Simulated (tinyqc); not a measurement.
Pump-down curve: gas flow in a process chamber: flow regimes, conductance, effective pumping speed, pump-down, outgassing and purge. Computed by tinyqc, a small Python program. Command: `OMP_NUM_THREADS=1 python tinyqc.py 3121241 3121242 out.jsonl pump walk`. One thread of a shared host (Intel(R) Xeon(R) Processor @ 2.30GHz), about 0.07 s of CPU time with the checks.

Ideal gas, isothermal flow, a pump of constant speed at the end of a round pipe; process gas, volume gas and outgassing are given the same properties. 1 sccm = 101325 Pa x 1e-6 m^3/60 s x T/273.15 K.

Inputs (values chosen for the exercise, modelled on water vapour near room temperature): molar mass M = 18.02 g/mol; molecular diameter = 0.46 nm; viscosity eta = 9.9 micropascal s; temperature T = 350 K; chamber volume V = 130 L; wall area = 1.4 m^2; pipe diameter d = 2.5 cm; pipe length l = 150 cm; pump speed S = 24 L/s; outgassing rate after 1 h = 5.1e-06 Pa m^3/(s m^2); outgassing exponent n = 0.95; starting pressure p0 = 210 Pa.

Constants: k_B = 1.380649e-23 J/K; u = 1.6605390666e-27 kg.

Method:
- Mean speed c = sqrt(8 k_B T/(pi m)); aperture conductance C_a = c pi d^2/16; molecular pipe C_m = C_a/(1 + 3 l/(4 d)) (Dushman form); viscous pipe C_v = pi d^4 p_mean/(128 eta l); Knudsen interpolation C = C_v + C_m (1 + x)/(1 + 1.24 x), x = d p_mean sqrt(m/(k_B T))/eta.
- Effective speed 1/S_eff = 1/S + 1/C_m; time constant V/S_eff; pressure at which the free path k_B T/(sqrt2 pi d_m^2 p) equals d.
- Pump-down: V dp/dt = -S_eff(p) p + q(t) A, with S_eff = S p_2/p, where p_2 solves C((p + p_2)/2) (p - p_2) = S p_2 at each moment, and q(t) = q_1 (1 h/(t + 10 s))^n; integrated adaptively. At long times p = q(t) A/S_eff.
- S_eff(p) is tabulated at 260 pressures and interpolated in ln p. Comparison columns: p0 exp(-t/time constant) with the molecular S_eff (0 below 1e-26 p0), and the outgassing limit.

time constant = 81.4051 s

S_eff in molecular flow = 1.59695 L/s

Pressure against time:
```
t (s)       p (Pa)  S_eff (L/s)  volume gas only (Pa)  outgassing limit (Pa)
0.3     2.0049e+02       19.999            2.0923e+02             1.1660e+00
1       1.8023e+02       19.604            2.0744e+02             1.0954e+00
3       1.3458e+02       18.356            2.0240e+02             9.3465e-01
10      5.7305e+01       13.369            1.8572e+02             6.2075e-01
30      1.5201e+01        5.689            1.4527e+02             3.2132e-01
100     2.7753e+00        2.168            6.1478e+01             1.2291e-01
300     2.6626e-01        1.525            5.2690e+00             4.5930e-02
1000    1.6570e-02        1.583            9.7105e-04             1.4955e-02
3600    4.5713e-03        1.593            1.3071e-17             4.4593e-03
20000   8.8027e-04        1.596                     0             8.7641e-04
100000  1.9021e-04        1.597                     0             1.9004e-04
```

What follows from these numbers?

From t = 1000 s on the pressure is within 20 % of the outgassing limit, which falls only as (t + 10 s)^-0.95: walls, not volume, set the time to base pressure. Early on viscous flow raises S_eff to 20.0 L/s, 12.5 times its molecular value.
